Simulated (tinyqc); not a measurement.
Worked calculation: RKS/LDA (PW92) in the 3-21g basis, for H3+, spin multiplicity 1. One step of it, computed by the program tinyqc.

Question. Orthogonalisation. S = U s U^T; symmetric (Loewdin) form X = U s^(-1/2) U^T, so that X^T S X = 1.

overlap S, lower triangle:
```
          1H 1s     1H 2s     2H 1s     2H 2s     3H 1s     3H 2s
1H 1s  1.000000
1H 2s  0.645899  1.000000
2H 1s  0.149373  0.339643  1.000000
2H 2s  0.339643  0.677507  0.645899  1.000000
3H 1s  0.110934  0.305626  0.098651  0.293114  1.000000
3H 2s  0.305626  0.635530  0.293114  0.619630  0.645899  1.000000
```

Give: eigenvalues of S; X.

Answer.

eigenvalues of S: 0.182  0.206  0.388  0.989  1.095  3.140

X, lower triangle:
```
        1H 1s   1H 2s   2H 1s   2H 2s   3H 1s  3H 2s
1H 1s   1.245
1H 2s  -0.500   1.683
2H 1s   0.008   0.006   1.245
2H 2s   0.009  -0.439  -0.498   1.661
3H 1s   0.023   0.005   0.026   0.008   1.245
3H 2s   0.012  -0.367   0.012  -0.338  -0.496  1.603
```
